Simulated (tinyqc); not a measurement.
# Vibrations of a mass or spring defect in a linear chain, step by step

A worked calculation. Computed by tinyqc, a small Python program that keeps every step. Command: `OMP_NUM_THREADS=1 python tinyqc.py 3006967 3006968 out.jsonl localmode walk`. One thread of a shared host (Intel(R) Xeon(R) Processor @ 2.30GHz), about 0.01 s of CPU time with the checks. Intermediate numbers are printed to about 6 digits and carried at full precision; extremes and crossings named in words are read from the listed rows.

A ring of N atoms with nearest-neighbour springs k and motion along the chain. Atom 1 is the defect, of mass M', and its two springs are k'. All other atoms have the mass M.

Inputs (values chosen for the exercise, for a model chain):
```
quantity                         value           unit
spring constant k                 1.61  eV/angstrom^2
host mass M                       64.9              u
defect mass M'                    13.4              u
spring ratio k'/k at the defect      1              -
atoms in the ring N                  6              -
isotope mass step                    1              u
```

Host: monatomic.

Constants: nu for 1 eV/(angstrom^2 u) = 15.6333042 THz.

## Band edges of the host

Host band: lambda from 0 to 4k/M. nu = 15.6333042 THz x sqrt(lambda), lambda in eV/(angstrom^2 u).

band edges (THz): 0.00000  4.92460

## Dynamical matrix of the ring

D_ii = (sum of the two springs at i)/M_i, D_ij = -k_ij/sqrt(M_i M_j) for neighbours, closed into a ring.

D (eV/(angstrom^2 u)):
```
           1          2          3          4          5          6
1   0.240299  -0.054595   0.000000   0.000000   0.000000  -0.054595
2  -0.054595   0.049615  -0.024807   0.000000   0.000000   0.000000
3   0.000000  -0.024807   0.049615  -0.024807   0.000000   0.000000
4   0.000000   0.000000  -0.024807   0.049615  -0.024807   0.000000
5   0.000000   0.000000   0.000000  -0.024807   0.049615  -0.024807
6  -0.054595   0.000000   0.000000   0.000000  -0.024807   0.049615
```

## Frequencies of the ring

Diagonalise D and leave out the zero eigenvalue of the uniform shift.

nonzero frequencies (THz): 2.46230  2.81161  4.26483  4.65945  8.09265

1 mode(s) lie outside the host bands, at 8.093 THz.

## The highest mode of a long ring

The same matrix for 120 atoms; amplitudes are the mass-weighted eigenvector, in size, relative to the defect, for the highest mode; its weight is the squared component of the normalised eigenvector on the defect.

highest frequency, long ring = 8.09258 THz

weight of the highest mode on the defect = 0.884880

amplitudes on atoms 1 to 8: 1.00000e+00  2.53351e-01  2.91658e-02  3.35757e-03  3.86525e-04  4.44968e-05  5.12249e-06  5.89702e-07

ratio to the top of the host band = 1.64330

A local mode: it lies 64.3 % above the host band and its amplitude falls by a factor 75.46 every two atoms beyond the first neighbour.

## Closed form for a light mass defect

With eps = 1 - M'/M and unchanged springs, the Green-function condition of the infinite chain gives nu = nu_max/sqrt(1 - eps^2), with nu_max the upper band edge, and the displacement alternates in sign and falls by (1 - eps)/(1 + eps) an atom.

eps = 0.793529

local-mode frequency = 8.09258 THz

decay factor per atom = 0.115120

## Convergence with the size of the ring

The formulas are those given above.

Highest mode:
```
N    frequency (THz)  weight on the defect  modes outside the bands
4            8.09739              0.881268                        1
6            8.09265              0.884796                        1
8            8.09258              0.884878                        1
12           8.09258              0.884880                        1
20           8.09258              0.884880                        1
40           8.09258              0.884880                        1
80           8.09258              0.884880                        1
120          8.09258              0.884880                        1
```

The local mode is within 0.01 % of its final value from N = 6 on, and its weight on the defect settles at 0.885: a bound mode needs only a cell larger than its decay length.

## Isotope shift of the local mode

Raise M' by the isotope step in the 120-atom ring. First order, good only for a step much smaller than M': Delta nu/nu = -(1/2) (weight on the defect) Delta M'/M'; a defect vibrating against fixed neighbours would give sqrt(M'/(M' + step)) - 1.

shift, exact = -3.11763 %

shift, first order = -3.30179 %

shift, fixed neighbours = -3.53469 %

The shift is 88 % of the fixed-neighbour value; all other atoms together carry 12 % of the kinetic energy of the mode.

Checks made by the program: closed form against the long ring (relative difference below 1e-10).
